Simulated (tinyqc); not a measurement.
Inside a calculation. Method: coherent transport through a tight-binding region between two chains. One step of it, computed by the program tinyqc.

Task: Transmission at E = 0.59 eV. Surface Green function g = (E - i sqrt(4 t^2 - E^2)) / (2 t^2); self-energy tc^2 g on each contact site; G = (E - H - Sigma)^(-1); Gamma = -2 Im Sigma; T = Gamma_L Gamma_R |G_LR|^2; local density of states -Im G_ii / pi.

H of the central region (eV):
```
,1,2
1,-0.250000,-1.220000
2,-1.220000,-0.080000
```

Leads: semi-infinite chains with site energy 0:
```
parameter,value
lead hopping t (eV),2.450000
coupling to the left lead (eV),1.440000
coupling to the right lead (eV),1.370000
left contact site,1
right contact site,2
```

E = 0.590000 eV

Give: g; G; local density of states; transmission.

Result:

g = 0.0491-0.4052i 1/eV

G (1/eV):
```
,1,2
1,-0.0468-0.4759i,0.5202+0.3201i
2,0.5202+0.3201i,-0.0942-0.5520i
```

local density of states (1/eV): 0.1515  0.1757

transmission = 0.9537
